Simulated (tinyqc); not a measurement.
A longer run and its error bar: q-state Potts model on a small periodic square lattice: enumeration, Metropolis, heat-bath and Wolff steps. Computed by tinyqc, a small Python program. Command: `OMP_NUM_THREADS=1 python tinyqc.py 3112161 3112162 out.jsonl potts walk`. One thread of a shared host (Intel(R) Xeon(R) Processor @ 2.30GHz), about 0.1 s of CPU time with the checks.

E = -J x (number of nearest-neighbour bonds with equal states); n x n sites with periodic edges have 2 n^2 bonds. Order parameter m = (q f - 1)/(q - 1), f being the largest share of one state. Sites are numbered row by row from 0. Here q = 2 and n = 4.

Inputs (values chosen for the exercise, for a model of domains or grain orientations):
```
quantity             value  unit
number of states q       2     -
edge n                   4     -
coupling J              30   meV
temperature T          464     K
seed                470397     -
```

Update: heat bath.

Constants: k_B = 8.617333262e-05 eV/K.

Method:
- K = J/(k_B T); the infinite square lattice orders at K_c = ln(1 + sqrt(q)); Wolff bond probability p = 1 - exp(-K).
- All q^(n^2) states are counted by their number b of equal bonds; weights g(b) exp(K b), K = J/(k_B T). Per site: u = -J <b>/n^2, c/k_B = K^2 (<b^2> - <b>^2)/n^2.
- ln Z = ln sum g(b) exp(K b); entropy per site s/k_B = (ln Z - K <b>)/n^2.
- After 400 updates are discarded, b is recorded for 4000 sweeps of n^2 steps of the update named (random numbers not printed, so these rows are one sample). Records are averaged in blocks; the error is the scatter of block means over sqrt(number of blocks), and the last column its square over that for single records.

start states:
```
   1  2  3  4
1  1  1  0  0
2  1  1  0  0
3  0  0  1  1
4  0  0  0  1
```

K = 0.750292

<b> = 25.9810

Blocking:
```
block length  mean b    error  variance ratio
1             25.947  0.07460          1.0000
4             25.947  0.12237          2.6911
16            25.947  0.16857          5.1067
40            25.947  0.17713          5.6384
100           25.947  0.20729          7.7215
```

The run gives 25.947 +/- 0.177 (blocks of 40) against the exact 25.981, a difference of 0.2 error bars. Single records understate the error by a factor of about 2.4, because successive records are correlated.

Extremes, crossings and ranges named in words are read from the listed rows.
